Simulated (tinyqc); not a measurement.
Worked calculation: band offset from the macroscopic average of a supercell potential. Values are carried at full precision from step to step, so a last printed digit may differ when a step is redone from the rounded ones.

A model of the planar-averaged electrostatic energy of an electron in a periodic cell of N1 periods of A (L1 = N1 n1 h) and N2 periods of B (L2 = N2 n2 h), on z_j = j h: V(z) = f VA + (1 - f) VB + F t(z), VA = V1[0] + V1[1] cos(2 pi z/(n1 h)) + V1[2] cos(4 pi z/(n1 h)), VB the same with V2, n2 and z - L1. f = [tanh(z/w) - tanh((z - L1)/w) + tanh((z - L1 - L2)/w)]/2 + 1/2; t(z) = z - L1/2 in A and (L1/L2)(L1 + L2/2 - z) beyond, so that the cell is periodic.

Constants: e^2/(4 pi eps0) = 14.39964547 eV angstrom.

Parameters, chosen for this exercise (gaps near those of Si and SiO2; the results hold for these values, not for the real material): h = 0.25 angstrom (grid step); n1 = 6 (grid points per period of A); n2 = 6 (grid points per period of B); N1 = 4 (periods of A); N2 = 4 (periods of B); V1 = (-8.9, 1.91, 0.5) eV (mean and two harmonics of the potential in A); V2 = (-5.96, 1.26, -0.8) eV (the same in B); w = 0.31 angstrom (width of the interfaces); F = 0 eV/angstrom (slope in A from opposite charges on the two interfaces); Ev1 = 2.88 eV (valence top of bulk A above its mean potential); Eg1 = (0.62, 1.16) eV (gap of A: semi-local value, corrected value); fv1 = 0.54 (share of the correction that lowers the valence top of A); Ev2 = -2.24 eV (valence top of bulk B above its mean potential); Eg2 = (5.46, 9.39) eV (gap of B: semi-local value, corrected value); fv2 = 0.68 (the same share for B); eps = 4.3 (dielectric constant at the interface).

## The planar average

Evaluate V on the grid, j = 0, 1, ...

V(z_j) (eV): [-5.995, -7.652, -9.955, -10.292, -10.099, -8.194, -6.490, -8.195, -10.105, -10.310, -10.105, -8.195, -6.490, -8.195, -10.105, -10.310, -10.105, -8.195, -6.490, -8.194, -10.099, -10.292, -9.955, -7.652, -5.995, -5.473, -6.340, -8.038, -6.196, -4.931, -5.500, -4.930, -6.190, -8.020, -6.190, -4.930, -5.500, -4.930, -6.190, -8.020, -6.190, -4.930, -5.500, -4.931, -6.196, -8.038, -6.340, -5.473]

## Running means

Running mean over n points, periodic: for odd n the plain mean of the n points centred on j; for even n the n + 1 points with half weight at both ends. The macroscopic average applies the mean over n1 points and then over n2 points.

Apply the first mean, then the second.

after the mean over n1 points (eV): [-7.430, -7.931, -8.471, -8.739, -8.826, -8.883, -8.897, -8.899, -8.900, -8.900, -8.900, -8.900, -8.900, -8.900, -8.900, -8.900, -8.900, -8.899, -8.897, -8.883, -8.826, -8.739, -8.471, -7.931, -7.430, -6.929, -6.389, -6.121, -6.034, -5.977, -5.963, -5.961, -5.960, -5.960, -5.960, -5.960, -5.960, -5.960, -5.960, -5.960, -5.960, -5.961, -5.963, -5.977, -6.034, -6.121, -6.389, -6.929]

macroscopic average (eV): [-7.430, -7.851, -8.217, -8.502, -8.705, -8.822, -8.871, -8.890, -8.898, -8.900, -8.900, -8.900, -8.900, -8.900, -8.900, -8.900, -8.898, -8.890, -8.871, -8.822, -8.705, -8.502, -8.217, -7.851, -7.430, -7.009, -6.643, -6.358, -6.155, -6.038, -5.989, -5.970, -5.962, -5.960, -5.960, -5.960, -5.960, -5.960, -5.960, -5.960, -5.962, -5.970, -5.989, -6.038, -6.155, -6.358, -6.643, -7.009]

Around the middle of B the first mean varies by 0 meV over five points and the second by 0 meV.

## The potential line-up

Read the macroscopic average in the middle of each region, j = 12 and j = 36, and its slope in A by a central difference over two points each way.

plateau in A = -8.900 eV
plateau in B = -5.960 eV
dV = B - A = 2.940 eV
slope in A = 0.000 eV/angstrom

The plateaus are flat, so the line-up is well defined.

## Band offsets

dEv = Ev(A) - Ev(B) = Ev1 - (dV + Ev2); dEc = Ec(B) - Ec(A) = Eg2 - Eg1 - dEv. The correction of a gap, c = Eg[1] - Eg[0], lowers the valence top by fv c and leaves dV, a ground-state quantity, as it is. Type I: dEv and dEc of one sign; II: opposite signs; III: no overlap of the gaps.

Give the offsets with semi-local and with corrected band edges.

dEv, dEc, semi-local (eV): [2.180, 2.660]

lowering of the valence tops of A and B (eV): [0.292, 2.672]

dEv, dEc, corrected (eV): [4.561, 3.669]

The correction moves dEv by +2.38 eV and dEc by +1.01 eV; the type stays I.

## The dipole behind the step

A step dV of the mean electron energy from A to B across an interface equals 4 pi (e^2/4 pi eps0) times a dipole per area p (in e angstrom per angstrom^2). For a change of 0.1 eV in dV, give the charge per area moved over 2 angstrom in a medium of dielectric constant eps: sigma = 0.1 eps/(4 pi (e^2/4 pi eps0) 2). 1 angstrom^-2 = 1e16 cm^-2.

|p| = 0.01625 e/angstrom
sigma = 1.19e+13 e/cm^2

With about 7e14 atoms per cm^2 in a plane (as on a silicon (100) face), 1.7 % of an electron per atom shifts the line-up by 0.1 eV.

## Checks

- Line-up in a cell of 14 + 14 periods without slope against V2[0] - V1[0] (eV): both 2.9400.

tinyqc: `OMP_NUM_THREADS=1 python tinyqc.py 1880160 1880161 out.jsonl`; about 0.01 s, one thread, shared Intel(R) Xeon(R) Processor @ 2.30GHz.
